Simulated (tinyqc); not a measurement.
Pair of shallow donors (hydrogen-like orbitals): one step. Distance and integrals. Two cases, with inputs chosen for the exercise.

Question. Give Ha*, R, x, S, j, k and v.

Each donor has the orbital exp(-r/a); energy unit Ha* = q/(eps a), q = e^2/(4 pi eps0), so that a lone donor is bound by Ha*/2; x = R/a. One electron: S = (1 + x + x^2/3) exp(-x), j = 1/x - (1 + 1/x) exp(-2x), k = (1 + x) exp(-x); levels E(+/-) = -1/2 - (j +/- k)/(1 +/- S) in Ha*, without the repulsion of the ions, split by D = |E(-) - E(+)|. In six valleys the overlaps S and k are multiplied by v = [cos(K Rx) + cos(K Ry) + cos(K Rz)]/3, K = k0 (2 pi/a_lat), for isotropic envelopes and the symmetric valley state.

Constants: e^2/(4 pi eps0) = 14.39964547 eV angstrom.

Case 1.

Values chosen (near those of two donors in Si; shifted at random, so the results belong to these values and not to a real crystal): a = 20 angstrom (orbital radius); eps = 11.2 (dielectric constant); n = (18.25, 0.25, 0.25) a_lat (separation vector); a_lat = 5.431 angstrom (lattice constant); k0 = 0.855 2 pi/a_lat (valley position).

Case 2.

Values chosen (near those of two donors in Si; shifted at random, so the results belong to these values and not to a real crystal): a = 16.1 angstrom (orbital radius); eps = 11.2 (dielectric constant); n = (12.5, 0.5, 0) a_lat (separation vector); a_lat = 5.431 angstrom (lattice constant); k0 = 0.847 2 pi/a_lat (valley position).

Give: Ha*; R; x; S, j, k; v.

Answer.

Case 1.

Ha* = 64.284 meV
R = 99.13 angstrom
x = 4.9567

S, j, k: 0.09953  0.20169  0.04191

v = -0.1144

Case 2.

Ha* = 79.856 meV
R = 67.94 angstrom
x = 4.2200

S, j, k: 0.16398  0.23670  0.07673

v = -0.2464

Computed by tinyqc, one run a case: `OMP_NUM_THREADS=1 python tinyqc.py N N+1 out.jsonl` with N = 1251361, 1251585; one thread of a shared Intel(R) Xeon(R) Processor @ 2.30GHz, about 0.01 s a run at most.
